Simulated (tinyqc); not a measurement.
Comparisons within one model: linear model of a band gap against the share of exact exchange. A value that a table varies takes the place of the one given here.

E(alpha) = E0 + S alpha. A wider gap screens less, modelled in the Penn form eps(alpha) = 1 + (e0 - 1)(EP/(EP + S alpha))^2 with a scale EP chosen for the exercise. A dielectric-dependent hybrid takes alpha = 1/eps.

Inputs chosen for the exercise (of the order of those of AlN; shifted at random, so the results belong to these values and not to a real crystal):
- E0 = 4.1 eV (gap of the semi-local functional)
- S = 8.16 eV (slope dE/d(alpha))
- e0 = 5.15 (optical dielectric constant at alpha = 0)
- EP = 20.7 eV (energy scale of the screening)
- Et = 6.08 eV (target gap)

## Sweep of alpha

Also the exciton scale relative to alpha = 0, (m/m(0))(eps(0)/eps)^2, with a mass proportional to E + D, D = E0/2 + 0.3 eV, a k.p rule for direct gaps only.

Results:
```
alpha  E (eV)    eps  alpha eps  exciton scale
0.00    4.100  5.150      0.000           1.00
0.05    4.508  4.991      0.250           1.13
0.10    4.916  4.841      0.484           1.27
0.15    5.324  4.700      0.705           1.43
0.20    5.732  4.566      0.913           1.59
0.25    6.140  4.439      1.110           1.77
0.35    6.956  4.205      1.472           2.16
0.50    8.180  3.896      1.948           2.85
```

alpha eps reaches 1 between alpha = 0.2 and 0.25 (fixed point 0.222), and the target gap is met between 0.2 and 0.25. At the fixed point the gap is 5.91 eV, -0.17 eV from the target. From 0 to 0.25 the gap grows by 2.04 eV while eps falls by 14 %; the exciton scale, which takes both, grows by a factor of 1.77.

## What each parameter does

Fixed point alpha = 1/eps(alpha), gap and eps there. Each row changes one parameter from the base and keeps the others.

Results:
```
case            alpha  E (eV)    eps
base           0.2217   5.909  4.510
E0 = 3.69 eV   0.2217   5.499  4.510
S = 7.344 eV   0.2186   5.706  4.574
e0 = 4.635     0.2491   6.133  4.014
EP = 18.63 eV  0.2253   5.939  4.438
```

The largest shifts from the base row, up to three for each result and ties (the steps differ in size, so this ranks the rows, not the parameters). alpha: e0 +0.0274, EP +0.0036, S -0.0031; unchanged at the printed digits by E0. E (eV): E0 -0.410, e0 +0.223, S -0.204. eps: e0 -0.496, EP -0.072, S +0.064; unchanged at the printed digits by E0.

tinyqc: `OMP_NUM_THREADS=1 python tinyqc.py 1880127 1880128 out.jsonl`; about 0.01 s, one thread, shared Intel(R) Xeon(R) Processor @ 2.30GHz.
